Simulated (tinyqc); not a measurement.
## Planar ballistic transistor, top-of-the-barrier model: effect of the drain control CD/CS

At the top of the source barrier, states moving towards the drain are filled by the source (Fermi level 0) and states moving back by the drain (Fermi level -q Vd); nothing scatters. U is the shift of the band edge there, set by the capacitances CG, CD and CS (the total) and by the charge. Parabolic two-dimensional band; the source is grounded.

N0 = gv m kB T/(pi hbar^2), CG = eps0 eox/tox, vT = sqrt(2 kB T/(pi m)), CS = CG/aG, n0 = n at U = 0 and Vd = 0. eta1 = -(E0 + U)/Vt, eta2 = eta1 - Vd/Vt, n = (N0/2)[F_0(eta1) + F_0(eta2)], F_0(x) = ln(1 + exp x). U = UL + q (n - n0)/CS with UL = -(aG Vg + aD Vd), energies in eV. I = q (N0/2) vT [F_(1/2)(eta1) - F_(1/2)(eta2)] per width, F_(1/2)(x) = (2/sqrt(pi)) int_0^infinity u^(1/2)/(1 + exp(u - x)) du. CQ = (q/Vt) dn/d(eta1). E0 is held fixed.

Values chosen for this exercise; mass and valleys close to those of germanium: temperature T = 300 K; effective mass m = 0.119 m0; valley degeneracy gv = 4; relative permittivity of the gate insulator eox = 3.9; insulator thickness tox = 2.4 nm; gate control CG/CS aG = 0.82; band edge at the barrier top above the source Fermi level at zero bias E0 = 0.33 eV; gate voltage Vg = 0.4 V; drain voltage Vd = 0.4 V.

Constants: q = 1.602176634e-19 C, kB = 1.380649e-23 J/K, hbar = 1.054571817e-34 J s, m0 = 9.1093837015e-31 kg, Vt = kB T/q, eps0 = 8.8541878128e-14 F/cm where lengths are in cm. Results are converted to the units shown.

Result of one run:
```
aD	eta1	n (cm^-2)	I (uA/um)	mean velocity I/(q n) (cm/s)	CQ/CS
0	-1.6590	4.4781e11	114.77	1.5997e7	1.4516
```

What becomes of these results when the drain control CD/CS aD is changed from 0 to 0.04, all else the same?

Result of the changed run:
```
aD	eta1	n (cm^-2)	I (uA/um)	mean velocity I/(q n) (cm/s)	CQ/CS
0.04	-1.4214	5.5575e11	143.30	1.6094e7	1.7652
```

The whole series:
```
aD	eta1	n (cm^-2)	I (uA/um)	mean velocity I/(q n) (cm/s)	CQ/CS
0	-1.6590	4.4781e11	114.77	1.5997e7	1.4516
0.02	-1.5366	5.0077e11	128.73	1.6045e7	1.6071
0.04	-1.4214	5.5575e11	143.30	1.6094e7	1.7652
0.06	-1.3126	6.1256e11	158.46	1.6145e7	1.9251
0.08	-1.2096	6.7102e11	174.15	1.6198e7	2.0859
0.1	-1.1118	7.3096e11	190.34	1.6253e7	2.2471
0.12	-1.0188	7.9224e11	207.00	1.6308e7	2.4081
0.14	-0.93008	8.5473e11	224.11	1.6365e7	2.5683
```

As aD goes from 0 to 0.14, n rises from 4.48e11 to 8.55e11 cm^-2, the mean velocity rises from 1.60e7 to 1.64e7 cm/s and the current rises from 115 to 224 uA/um. CQ/CS goes from 1.5 to 2.6.

tinyqc, about 0.01 s, one thread, Intel Xeon 2.30GHz (shared host): `OMP_NUM_THREADS=1 python tinyqc.py 2400068 2400069 out.jsonl`
